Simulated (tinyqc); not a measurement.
# Worked calculation: polycrystalline film, grain-boundary barriers (Seto model)

Computed by the program tinyqc: `OMP_NUM_THREADS=1 python tinyqc.py 2610138 2610139 out.jsonl`, one thread of a shared Intel Xeon 2.30GHz, about 0.01 s for the whole run. Printed values are rounded.

One-dimensional grains of size Lg with donors N; each boundary has Qt acceptor-like traps per area at one level Et below the band edge. Trapped electrons qt deplete a width w = qt/N (both sides together) and raise a barrier Vb = q N w^2/(8 eps0 eps_r). Current crosses the barriers by thermionic emission at small bias. Abrupt depletion, full ionisation, Boltzmann statistics.

Parameters, values chosen for the exercise; values close to those of polycrystalline silicon:
```
symbol,value,unit,meaning
T,300,K,temperature
eps_r,11.7,,relative permittivity of the semiconductor
Lg,400,nm,grain size
Qt,1.3e12,cm^-2,trap density at a boundary
N,2.4e17,cm^-3,donor density
mg,130,cm^2/(V s),mobility inside a grain
vc,3.4e6,cm/s,collection velocity at the barrier
Nc,2.8e19,cm^-3,conduction-band density of states at T
Et,0.55,eV,trap level below the band edge
```

Constants: q = 1.602176634e-19 C, kB = 1.380649e-23 J/K, Vt = kB T/q, eps0 = 8.8541878128e-14 F/cm where lengths are in cm. Results are converted to the units shown.

## Critical doping and limits of the barrier

N* = Qt/Lg; fully depleted grains have Vb = q N Lg^2/(8 eps0 eps_r), filled traps Vb = q Qt^2/(8 eps0 eps_r N); the true barrier cannot exceed the smaller.

N* = 3.25e16 cm^-3
Vb, fully depleted = 7.42364 V
Vb, traps filled = 0.136132 V

## Iteration 1: trapped charge

qt at the start = 1.2e12 cm^-2

w = qt/N, Vb = q N w^2/(8 eps0 eps_r), out = Qt/(1 + 2 (Nc/N) exp((Vb - Et)/Vt)); qt(new) = out.

w = 50 nm
Vb = 0.115994 V
out = 1.29998e12 cm^-2
qt after iteration 1 = 1.29998e12 cm^-2

## Iteration 2: trapped charge

As before.

w = 54.1660 nm
Vb = 0.136129 V
out = 1.29997e12 cm^-2
qt after iteration 2 = 1.29997e12 cm^-2

## Course of the iteration: trapped charge

Stop when qt changes by less than 10000 cm^-2, or after 60 iterations.

Course of the iteration:

| iteration | qt (cm^-2) | \|change\| (cm^-2) |
|---|---|---|
| 1 | 1.29998e12 | 1.00e11 |
| 2 | 1.29997e12 | 1.83e7 |
| 3 | 1.29997e12 | 5010 |

Converged in 3 iterations. The change falls from 1.0e11 in the first iteration to below the tolerance in the last.

## Barrier, resistivity and effective mobility

Partly depleted grains: the density at the grain centre is n0 = N and qt = Qt/(1 + 2 (Nc/N) exp((Vb - Et)/Vt)). If that gives qt >= N Lg, the grains are fully depleted: qt = N Lg, w = Lg and n0 = 2 Nc exp((Vb - Et)/Vt)/(Qt/(N Lg) - 1). Resistivity: barriers rb = Vt exp(Vb/Vt)/(q n0 vc Lg), grain interior rg = (1 - w/Lg)/(q mg N); effective mobility 1/(q N (rb + rg)).

qt = 1.29997e12 cm^-2
w = 54.1653 nm
Vb = 0.136125 V
n0 = 2.4e17 cm^-3
rb = 0.956835 ohm cm
rg = 0.172959 ohm cm
effective mobility = 23.0186 cm^2/(V s)

The grains are partly depleted, 100 % of the traps are filled and the barriers give 84.7 % of the resistivity.
